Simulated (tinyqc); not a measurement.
Charge-trap memory cell: one step of the calculation.

Channel, tunnel oxide, storage layer, blocking layer, gate. N electrons per area sit in a sheet at the centroid and shift the threshold by U = (q/eps0) N (tb/eb + xc tn/en). EOT = t1 + 3.9 (tn/en + tb/eb); tunnel field F = (Vg - U)/EOT; dN/dt = eta (J/q)(1 - N/Nm). Fowler-Nordheim: J = A F^2 exp(-B/F), A = q^2/(16 pi^2 hbar mo phi) (times 1e14 for A/cm^2 with F in V/nm, emitter mass m0), B = (4/3) sqrt(mo/C) phi^1.5, C = hbar^2/(2 m0).

Problem. Retention after ten years. Retention: filled traps are spread evenly in depth from E1 to E2, and each empties at the rate nu exp(-E/kB T). The share left is the mean of exp(-nu t exp(-E/kB T)) = [kB T/(E2 - E1)] [E1x(nu t exp(-E2/kB T)) - E1x(nu t exp(-E1/kB T))], E1x the exponential integral; traps shallower than about Ed = kB T ln(nu t) are empty. t = 3.15576e8 s.

Values chosen for this exercise; oxide values close to those of silicon dioxide, storage layer close to silicon nitride, blocking layer close to silicon dioxide:
- T = 300 K (storage temperature)
- E1 = 1.03 eV (shallowest trap depth)
- E2 = 1.89 eV (deepest trap depth)
- nu = 1e13 1/s (attempt frequency)

Constants: q = 1.602176634e-19 C, kB = 1.380649e-23 J/K, Vt = kB T/q. Results are converted to the units shown.

Wanted: Ed; share left; loss a decade while Ed lies between E1 and E2, kB T ln 10/(E2 - E1).

Solution.

Ed = 1.280 eV
share left = 0.6922
loss a decade while Ed lies between E1 and E2, kB T ln 10/(E2 - E1) = 0.06922

Range of the model: The Fowler-Nordheim form needs F t1 above phi; trap-assisted paths and leakage through the blocking layer are left out.

Computed by the program tinyqc: `OMP_NUM_THREADS=1 python tinyqc.py 2130066 2130067 out.jsonl`, one thread of a shared Intel Xeon 2.30GHz, about 0.08 s for the whole run.
